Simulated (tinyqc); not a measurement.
G0W0 on RHF in the sto-3g basis, for BeH2, spin multiplicity 1, step by step. One step of it, computed by the program tinyqc.

Task: G0W0 on Hartree-Fock: LUMO. W(p,q,m) = sqrt2 sum_ia (pq|ia) (X+Y)_ia,m; Sigma_c(x) = sum_(i,m) W^2/(x - e_i + w_m) + sum_(a,m) W^2/(x - e_a - w_m); solve x = e_p + Sigma_c(x) by Newton steps; Z = 1/(1 - dSigma/dx); 1 hartree = 27.211386 eV.

orbital energies (hartree): MO1 -4.521362, MO2 -0.452078, MO3 -0.413479, MO4 0.212532, MO5 0.212532, MO6 0.444291, MO7 0.901997

Two-electron integrals over orbitals (pq|rs), unique and non-zero (hartree):
```
(11|11) 2.271540    (21|11) -0.194838   (21|21) 0.025784    (22|11) 0.483074
(22|21) -0.005858   (22|22) 0.407644    (31|11) 0.024516    (31|21) -0.002412
(31|22) 0.004600    (31|31) 0.006123    (32|11) -0.000187   (32|21) 0.002335
(32|22) 0.045608    (32|31) 0.012911    (32|32) 0.152068    (33|11) 0.451570
(33|21) -0.003260   (33|22) 0.396121    (33|31) -0.003022   (33|32) -0.037718
(33|33) 0.441049    (41|41) 0.015765    (42|41) 0.015088    (42|42) 0.048491
(43|41) -0.001977   (43|42) -0.004335   (43|43) 0.014849    (44|11) 0.569176
(44|21) -0.007835   (44|22) 0.366927    (44|31) 0.000953    (44|32) 0.000220
(44|33) 0.352935    (44|44) 0.449859    (51|51) 0.015765    (52|51) 0.015088
(52|52) 0.048491    (53|51) -0.001977   (53|52) -0.004335   (53|53) 0.014849
(54|54) 0.024249    (55|11) 0.569176    (55|21) -0.007835   (55|22) 0.366927
(55|31) 0.000953    (55|32) 0.000220    (55|33) 0.352935    (55|44) 0.401360
(55|55) 0.449859    (61|11) -0.184162   (61|21) 0.024844    (61|22) -0.006835
(61|31) -0.003533   (61|32) -0.000559   (61|33) -0.003688   (61|44) -0.004931
(61|55) -0.004931   (61|61) 0.024389    (62|11) 0.113923    (62|21) -0.006503
(62|22) -0.026202   (62|31) 0.000169    (62|32) -0.013706   (62|33) -0.042502
(62|44) 0.053829    (62|55) 0.053829    (62|61) -0.004177   (62|62) 0.077184
(63|11) -0.023411   (63|21) 0.000676    (63|22) -0.023004   (63|31) -0.002215
(63|32) -0.089494   (63|33) 0.030601    (63|44) -0.011433   (63|55) -0.011433
(63|61) 0.000816    (63|62) -0.004428   (63|63) 0.085167    (64|41) 0.016346
(64|42) 0.046775    (64|43) -0.006812   (64|64) 0.050673    (65|51) 0.016346
(65|52) 0.046775    (65|53) -0.006812   (65|65) 0.050673    (66|11) 0.474090
(66|21) -0.006717   (66|22) 0.391417    (66|31) 0.000150    (66|32) -0.007107
(66|33) 0.406863    (66|44) 0.365109    (66|55) 0.365109    (66|61) -0.006150
(66|62) -0.032389   (66|63) 0.010944    (66|66) 0.409499    (71|11) -0.005158
(71|21) 0.002268    (71|22) 0.005389    (71|31) 0.010729    (71|32) 0.019324
(71|33) -0.005287   (71|44) -0.000044   (71|55) -0.000044   (71|61) -0.000035
(71|62) -0.000767   (71|63) -0.001521   (71|66) -0.001285   (71|71) 0.020868
(72|11) 0.020646    (72|21) -0.000372   (72|22) -0.014485   (72|31) 0.003697
(72|32) -0.042366   (72|33) 0.005825    (72|44) 0.008705    (72|55) 0.008705
(72|61) -0.000799   (72|62) 0.018477    (72|63) 0.058654    (72|66) -0.001933
(72|71) 0.007390    (72|72) 0.058281    (73|11) 0.140379    (73|21) -0.004898
(73|22) -0.004096   (73|31) -0.000284   (73|32) -0.000388   (73|33) -0.019778
(73|44) 0.060463    (73|55) 0.060463    (73|61) -0.003297   (73|62) 0.071197
(73|63) -0.018290   (73|66) -0.024793   (73|71) -0.001553   (73|72) 0.007568
(73|73) 0.081558    (74|41) 0.000662    (74|42) 0.003817    (74|43) 0.013298
(74|64) 0.001428    (74|74) 0.016687    (75|51) 0.000662    (75|52) 0.003817
(75|53) 0.013298    (75|65) 0.001428    (75|75) 0.016687    (76|11) -0.002022
(76|21) 0.001707    (76|22) 0.038097    (76|31) 0.010845    (76|32) 0.136810
(76|33) -0.038350   (76|44) 0.000501    (76|55) 0.000501    (76|61) -0.000613
(76|62) -0.010923   (76|63) -0.093622   (76|66) -0.009743   (76|71) 0.016452
(76|72) -0.054306   (76|73) 0.002311    (76|76) 0.139401    (77|11) 0.572609
(77|21) -0.008635   (77|22) 0.426983    (77|31) 0.001703    (77|32) 0.013146
(77|33) 0.438784    (77|44) 0.389099    (77|55) 0.389099    (77|61) -0.008653
(77|62) -0.034091   (77|63) -0.003782   (77|66) 0.431265    (77|71) 0.000462
(77|72) -0.008694   (77|73) -0.007619   (77|76) 0.008811    (77|77) 0.483968
```

excitation energies w (hartree): 0.654363  0.654363  0.755626  0.755626  0.981898  0.998577  1.476830  1.508096  4.765375  4.765375  5.014203  5.464958

X + Y:
```
            1          2          3          4          5          6          7          8
1>4  0.000000   0.000629  -0.012187   0.000027   0.000000   0.000000   0.000000   0.000000
1>5  0.000629   0.000000  -0.000027  -0.012187   0.000000   0.000000   0.000000   0.000000
1>6  0.000000   0.000000   0.000000   0.000000   0.000235   0.002354  -0.001231   0.003173
1>7  0.000000   0.000000   0.000000   0.000000   0.002562  -0.000264  -0.004992  -0.001826
2>4  0.000052   0.078715   0.934964  -0.002094   0.000000   0.000000   0.000000   0.000000
2>5  0.078715  -0.000052   0.002094   0.934964   0.000000   0.000000   0.000000   0.000000
2>6  0.000000   0.000000   0.000000   0.000000   0.298385   0.865432  -0.069449   0.189079
2>7  0.000000   0.000000   0.000000   0.000000  -0.256384   0.014697   0.785122   0.501283
3>4  0.000647   0.975107  -0.071090   0.000159   0.000000   0.000000   0.000000   0.000000
3>5  0.975107  -0.000647  -0.000159  -0.071090   0.000000   0.000000   0.000000   0.000000
3>6  0.000000   0.000000   0.000000   0.000000   0.864053  -0.286748   0.164803   0.040532
3>7  0.000000   0.000000   0.000000   0.000000  -0.015386  -0.303113  -0.493112   0.757076

             9         10         11         12
1>4   0.996680   0.000000   0.000000   0.000000
1>5   0.000000   0.996680   0.000000   0.000000
1>6   0.000000   0.000000   0.995145  -0.000146
1>7   0.000000   0.000000   0.000159   0.996182
2>4   0.001806   0.000000   0.000000   0.000000
2>5   0.000000   0.001806   0.000000   0.000000
2>6   0.000000   0.000000  -0.000628  -0.000094
2>7   0.000000   0.000000  -0.000189   0.001436
3>4  -0.000222   0.000000   0.000000   0.000000
3>5   0.000000  -0.000222   0.000000   0.000000
3>6   0.000000   0.000000   0.000116  -0.000170
3>7   0.000000   0.000000  -0.000762  -0.000292
```

Give: The 12 largest terms at x = e_p; Newton steps; quasiparticle energy of the LUMO; Hartree-Fock value.

Result:

The 12 largest terms at x = e_p (hartree; W for the signs of X + Y given):
```
q  m        W       term
4  8   0.0846    -0.0047
6  3   0.0623    -0.0039
2  3   0.0643     0.0029
4  6   0.0448    -0.0020
4  7  -0.0404    -0.0011
3  2   0.0200   3.12e-04
7  2   0.0188  -2.62e-04
6  9   0.0232  -1.07e-04
2  9   0.0214   8.43e-05
1  3   0.0199   7.20e-05
1  9   0.0223   5.22e-05
3  3  -0.0072   3.74e-05
```

Newton steps (hartree):
```
step       x  Sigma_c(x)       Z
0     0.2125     -0.0087  0.9877
1     0.2039     -0.0086  0.9878
2     0.2039     -0.0086  0.9878
```

quasiparticle energy of the LUMO = 5.5483 eV

Hartree-Fock value = 5.7833 eV
